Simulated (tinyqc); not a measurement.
# Free and trapped electrons in a MOS channel with a dense trap tail: two studies

p-type body, charge-sheet picture, full ionisation (an idealisation for deep acceptors), Boltzmann statistics for free electrons. e = Ec - EF at the surface. Acceptor-like traps of density D(E) = D0 + De exp(-E/Ew) at depth E below Ec, from 0 to Eu, hold n_t = integral of D(E)/(1 + exp((e - E)/Vt)). psi = Eg - Vt ln(Nv/Na) - e; N_dep = sqrt(2 eps0 eps_r Na (psi - Vt)/q); n_f = sqrt(N_dep^2 + 2 eps0 eps_r Vt Nc exp(-e/Vt)/q) - N_dep; Vg = Vfb + psi + q (N_dep + n_t + n_f)/Cox, Cox = eps0 eox/tox.

Parameters, values chosen for the exercise; band and dielectric values close to those of gallium nitride:
```
symbol,value,unit,meaning
T,300,K,temperature
Eg,3.4,eV,band gap
eps_r,9.5,,relative permittivity
Nc,2.28e18,cm^-3,conduction-band density of states at T
Nv,4.57e19,cm^-3,valence-band density of states at T
eox,3.9,,relative permittivity of the insulator
tox,58,nm,insulator thickness
Na,5.4e15,cm^-3,acceptor density
Vfb,-2.11,V,flat-band voltage without trapped charge
D0,2e11,cm^-2 eV^-1,constant background density of acceptor-like traps
De,5.6e12,cm^-2 eV^-1,density of the tail at the conduction edge
Ew,0.13,eV,decay energy of the tail
Eu,0.53,eV,depth below Ec down to which the traps reach
mf,82,cm^2/(V s),mobility of free electrons
```

Constants: q = 1.602176634e-19 C, kB = 1.380649e-23 J/K, Vt = kB T/q, eps0 = 8.8541878128e-14 F/cm where lengths are in cm. Results are converted to the units shown.

Each table varies one quantity; the others keep the values above.

## Free and trapped charge against gate voltage

Free share n_f/(n_f + n_t); swing ln 10 n_f/(dn_f/dVg); field-effect mobility mf q (dn_f/dVg)/Cox, for a constant mf; oxide field q (N_dep + n_t + n_f)/(eps0 eox).

Free and trapped charge against gate voltage:

| Vg (V) | e (eV) | n_f (cm^-2) | n_t (cm^-2) | free share (%) | swing (mV/decade) | field-effect mobility (cm^2/(V s)) | oxide field (MV/cm) |
|---|---|---|---|---|---|---|---|
| 2 | 0.3437 | 1.309e6 | 8.021e10 | 0.001632 | 171.9 | 0.003870 | 0.2220 |
| 3.2 | 0.1072 | 1.163e10 | 4.101e11 | 2.757 | 585.8 | 10.09 | 0.3881 |
| 4.4 | 0.03087 | 1.833e11 | 6.508e11 | 21.98 | 1825 | 51.05 | 0.5818 |
| 5.6 | -0.003533 | 5.200e11 | 7.449e11 | 41.11 | 3794 | 69.65 | 0.7828 |
| 6.8 | -0.02496 | 9.199e11 | 7.816e11 | 54.06 | 6125 | 76.31 | 0.9860 |
| 8 | -0.04032 | 1.343e12 | 7.978e11 | 62.73 | 8649 | 78.88 | 1.190 |
| 9.1 | -0.05131 | 1.739e12 | 8.055e11 | 68.34 | 1.105e4 | 79.97 | 1.378 |
| 10.3 | -0.06114 | 2.176e12 | 8.104e11 | 72.86 | 1.372e4 | 80.59 | 1.583 |
| 11.5 | -0.06941 | 2.615e12 | 8.134e11 | 76.28 | 1.641e4 | 80.95 | 1.789 |

Read the table: what changes, and by how much?

n_f reaches 1e11 cm^-2 at Vg = 4.00 V, against 2.40 V without traps. The free share rises from 0.00163 to 76.3 % and the field-effect mobility rises from 0.00387 to 80.9 cm^2/(V s), although mf = 82 is constant: in the last row 98.7 % of Cox dVg goes into free electrons. The swing in the first row is 172 mV a decade (Vt ln 10 = 59.5). For Vg = 4.4, 5.6, 6.8, 8, 9.1, 10.3, 11.5 EF lies less than 2 Vt below the band edge, or above it, where degeneracy and confinement, left out, matter.

## Effect of the decay energy of the tail

VT is the Vg for n_f = 1e11 cm^-2; swing ln 10 n_f/(dn_f/dVg) at n_f = 1e8 cm^-2; the last three columns are for Vg = VT + 4.6 V, with free share n_f/(n_f + n_t) and field-effect mobility mf q (dn_f/dVg)/Cox; there EF is near the band edge, where Boltzmann statistics are rough.

Effect of the decay energy of the tail:

| Ew (eV) | e at VT (eV) | VT (V) | q n_t/Cox at VT (V) | swing (mV/decade) | n_f (cm^-2) | free share (%) | field-effect mobility (cm^2/(V s)) |
|---|---|---|---|---|---|---|---|
| 0.03 | 0.04879 | 2.813 | 0.4094 | 105.6 | 1.656e12 | 86.31 | 80.25 |
| 0.05 | 0.04879 | 3.005 | 0.6023 | 118.0 | 1.619e12 | 81.33 | 80.00 |
| 0.07 | 0.04879 | 3.236 | 0.8328 | 145.7 | 1.595e12 | 76.81 | 79.83 |
| 0.09 | 0.04879 | 3.485 | 1.082 | 183.2 | 1.578e12 | 72.75 | 79.71 |
| 0.11 | 0.04879 | 3.741 | 1.338 | 224.7 | 1.566e12 | 69.15 | 79.63 |
| 0.13 | 0.04879 | 3.996 | 1.592 | 266.4 | 1.557e12 | 65.98 | 79.56 |
| 0.15 | 0.04879 | 4.243 | 1.840 | 306.6 | 1.549e12 | 63.21 | 79.51 |
| 0.17 | 0.04879 | 4.479 | 2.076 | 344.2 | 1.544e12 | 60.79 | 79.46 |

As Ew goes from 0.03 to 0.17, VT rises from 2.81 to 4.48 V, its part due to traps rises from 0.409 to 2.08 V, the swing rises from 106 to 344 mV/decade and the field-effect mobility falls from 80.3 to 79.5 cm^2/(V s). In every row e is under 2 Vt already at VT, so VT too is rough.

Numbers from tinyqc (`OMP_NUM_THREADS=1 python tinyqc.py 2222156 2222157 out.jsonl`; about 0.02 s on one thread of a shared Intel Xeon 2.30GHz).
